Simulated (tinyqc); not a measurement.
From results back to parameters: eight-band Kane k.p model. Three cases, with inputs chosen for the exercise.

Problem. In the Kane model 1/m = A_r + Ep (Eg + 2 Dso/3)/(Eg (Eg + Dso)) and the Roth formula gives g* = 2 - 2 Ep Dso/(3 Eg (Eg + Dso)). The mass and the g factor below were computed from hidden Ep and Dso.

Case 1.

Values chosen (out of a larger set: near those of InAs; not measured data): Eg = 0.416 eV (gap at Gamma to the s-like level); A_r = 1 (remote-band term in 1/m).

m = 0.0226582 m0
g* = -14.61623

Case 2.

Values chosen (out of a larger set: near those of CdTe; not measured data): Eg = 1.566 eV (gap at Gamma to the s-like level); A_r = 0 (remote-band term in 1/m).

m = 0.0945732 m0
g* = -0.86258

Case 3.

Values chosen (out of a larger set: near those of InP; not measured data): Eg = 1.43 eV (gap at Gamma to the s-like level); A_r = 1 (remote-band term in 1/m).

m = 0.0660519 m0
g* = 1.32818

Find: X; Y; Ep; Dso.

Solution. Let X = 1/m - A_r and Y = (2 - g*)/2. Then X + Y = Ep/Eg and X - 2 Y = Ep/(Eg + Dso).

Case 1.

X = 43.134
Y = 8.308
Ep = 21.40 eV
Dso = 0.391 eV

Case 2.

X = 10.574
Y = 1.431
Ep = 18.80 eV
Dso = 0.872 eV

Case 3.

X = 14.140
Y = 0.336
Ep = 20.70 eV
Dso = 0.107 eV

Computed by tinyqc, one run a case: `OMP_NUM_THREADS=1 python tinyqc.py N N+1 out.jsonl` with N = 1081217, 1081220, 1081227; one thread of a shared Intel(R) Xeon(R) Processor @ 2.30GHz, about 0.06 s a run at most.
